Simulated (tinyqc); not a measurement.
Mesh and choice of bands: charge neutrality level from zone-averaged pseudopotential bands.

Empirical pseudopotential on the fcc lattice, atoms at +/- tau, tau = a (1,1,1)/8, no spin-orbit coupling. H(G,G') = c (2 pi/a)^2 |k + G|^2 delta + VS(q) cos(q.tau) + i VA(q) sin(q.tau), q = G - G', c = hbar^2/2m0; k and G in units of 2 pi/a; VS at |q|^2 = 3, 8, 11 and VA at 3, 4, 11, in rydberg, zero elsewhere. At each k the basis holds all G with |k + G|^2 up to 16; energies are counted from the fourth level at Gamma.

Mesh: k = sum_i (n_i + 1/2)/N b_i, n_i = 0 ... N - 1, b = (-1,1,1), (1,-1,1), (1,1,-1); points with the same sorted |kx|, |ky|, |kz| after folding to the shortest k + G are joined, with their count as weight. Neutrality (branch-point) level: E_N = (1/2) mean over k of [E5 + (E3 + E4)/2], E_n the n-th level from below.

Constants: hbar^2/2m0 = 3.80998211 eV angstrom^2; Ry = 13.60569312 eV.

Parameters, chosen for this exercise (out of a larger set: classic local form factors of the size used for InAs, without spin-orbit coupling; not measured data): a = 6.042 angstrom (lattice constant); VS = (-0.216, 0.001, 0.051) Ry (symmetric form factors); VA = (0.081, 0.051, 0.029) Ry (antisymmetric form factors).

E_N with E5 alone, and with (E5 + E6)/2 in its place.

Results:
```
N  joined points  E_N (eV)  E_N, two conduction bands (eV)
1              1    0.4229                          1.2698
2              2    0.5650                          1.2110
3              6    0.7426                          1.1008
4             10    0.7134                          1.1199
5             19    0.7258                          1.1127
```

For scale, the lowest gap of this set is 0.57 eV. Against N = 5 the errors are -303, -161, +17 and -12 meV for N = 1 to 4 (N = 1 is the L point alone). Taking the second conduction band in moves E_N by +0.39 eV, more than the mesh error at N = 2: the definition, not the mesh, limits the estimate. Local form factors place the indirect gaps only to a few tenths of an eV, and E_N moves with them.

Computed by tinyqc, a small Python program: `OMP_NUM_THREADS=1 python tinyqc.py 1881106 1881107 out.jsonl` (the numbers bound the seed that draws the inputs); one thread of a shared host (Intel(R) Xeon(R) Processor @ 2.30GHz), about 0.09 s for the whole set of steps.
